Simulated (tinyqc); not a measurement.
## Conversion gain and read noise from the photon-transfer curve

Question. Temporal variance = CG x mean output + vn^2 (dark signal removed), CG = q As/Cf. Find CG, vn, the read noise in electrons and Cf.

Parameters, values chosen for the exercise:
```
symbol,value,unit,meaning
As,0.84,,source-follower gain
```

Constants: q = 1.602176634e-19 C. Results are converted to the units shown.

temporal variance at mean outputs of 50 and 300 mV (mV^2): 11.60729773  69.61714137

Solution. Poisson statistics make the slope equal to CG; the intercept is vn^2.

CG = 232 uV/electron
vn = 73.0 uV
read noise = 0.315 electrons
Cf = 0.580 fF

Computed by the program tinyqc: `OMP_NUM_THREADS=1 python tinyqc.py 2630152 2630153 out.jsonl`, one thread of a shared Intel Xeon 2.30GHz, about 0.01 s for the whole run.
